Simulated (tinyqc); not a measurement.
# Ferroelectric hysteresis, discrete Preisach model: which history is remembered

25 bistable elements (j, k) switch to +1 when V reaches u_j and to -1 when V falls to -u_k, and keep their state between. P = Ps sum w_jk s_jk. All elements start at -1. No time dependence and no dielectric part.

w_jk is proportional to exp[-(a_j^2 + a_k^2 - 2 cr a_j a_k)/(2 (1 - cr^2))], a_j = (u_j - Vc)/sg, and the weights sum to one. Each row applies its voltages in turn to the starting state.

Inputs (values chosen for the exercise): saturation polarisation Ps = 38 uC/cm^2; mean coercive voltage Vc = 3 V; spread of the switching voltages sg = 0.71 V; list of the u_j up = [0.5, 1.5, 2.5, 3.5, 4.5] V; correlation of up and down voltages cr = 0.8.

Final polarisation:
```
                  P (uC/cm^2)
+4 V                    33.69
+3, -2, +4 V            33.69
+4, -3 V                -4.37
+4, -2, +2, -3 V        -4.37
+5, -3, +3 V            34.76
+3 V                     0.06
```

Rows 1 and 2 agree, and so do rows 3 and 4: a larger excursion wipes out the smaller ones before it. Rows 5 and 6 end at the same voltage yet differ by 34.7 uC/cm^2, because row 5 keeps elements set by the earlier full write that the negative pulse did not reach.

Program tinyqc, `OMP_NUM_THREADS=1 python tinyqc.py 2860047 2860048 out.jsonl`; Intel Xeon 2.30GHz, shared host, one thread, about 0.01 s.
